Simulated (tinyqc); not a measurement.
Thickness of the outer barriers: stepped quantum well by finite differences.

Finite differences on points z_i at the centres of cells of width h: H_ii = (c/h^2)(1/m_(i-1/2) + 1/m_(i+1/2)) + V_i, H_(i,i+1) = -(c/h^2)/m_(i+1/2), where m_(i+1/2) is the mean of the masses at the two points (the end values are repeated outwards), psi = 0 on the points beyond both ends, c = hbar^2/2m0. The field adds e F (z - z0) with z0 the middle of the structure; 1 kV/cm = 1e-5 eV/angstrom.

Constants: hbar^2/2m0 = 3.80998211 eV angstrom^2.

Parameters, chosen for this exercise (out of a larger set: near those of a non-polar GaN well in AlGaN; not measured data): layers = ((36, 0.405, 0.232), (24, 0, 0.2), (36, 0.17, 0.2134), (36, 0.405, 0.232)) (each layer: thickness in angstrom, band edge in eV, mass in m0); hf = 0.75 angstrom (cell width of the fine grid).

Fine grid, zero field, both outer layers set to each thickness in turn.

Levels (eV):

| outer layers (angstrom) | E1 | E2 | E3 |
|---|---|---|---|
| 9.000 | 0.10179 | 0.25066 | 0.40439 |
| 18.000 | 0.09819 | 0.24265 | 0.37523 |
| 36.000 | 0.09786 | 0.24121 | 0.36474 |
| 72.000 | 0.09786 | 0.24117 | 0.36322 |
| 144.000 | 0.09786 | 0.24117 | 0.36318 |

Which of the three levels are properties of the well, and how thick must the outer layers be?

E1 is bound, and within 0.1 meV of the last row from 36 angstrom on. E2 is bound, and within 0.1 meV of the last row from 36 angstrom on. E3 is bound, and within 0.1 meV of the last row from 72 angstrom on.

tinyqc: `OMP_NUM_THREADS=1 python tinyqc.py 1280014 1280015 out.jsonl`; about 0.03 s, one thread, shared Intel(R) Xeon(R) Processor @ 2.30GHz.
